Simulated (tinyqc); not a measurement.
Sp3 tight binding, zinc-blende lattice, step by step. One step of it, computed by the program tinyqc.

Task: Levels at X. Diagonalise the Hermitian matrix.

H(k) at X (eV), lower triangle (Hermitian):
```
,a s,a px,a py,a pz,c s,c px,c py,c pz
a s,-18.280000
a px,0.000000,-9.670000
a py,0.000000,0.000000,-9.670000
a pz,0.000000,0.000000,0.000000,-9.670000
c s,0.000000,0.000000+3.867792i,0.000000,0.000000,-9.240000
c px,0.000000-3.867792i,0.000000,0.000000,0.000000,0.000000,-4.950000
c py,0.000000,0.000000,0.000000,0.000000-4.481868i,0.000000,0.000000,-4.950000
c pz,0.000000,0.000000,0.000000-4.481868i,0.000000,0.000000,0.000000,0.000000,-4.950000
```

Give: eigenvalues.

Result:

eigenvalues (eV): -19.3210  -13.3288  -12.3752  -12.3752  -5.5812  -3.9090  -2.2448  -2.2448
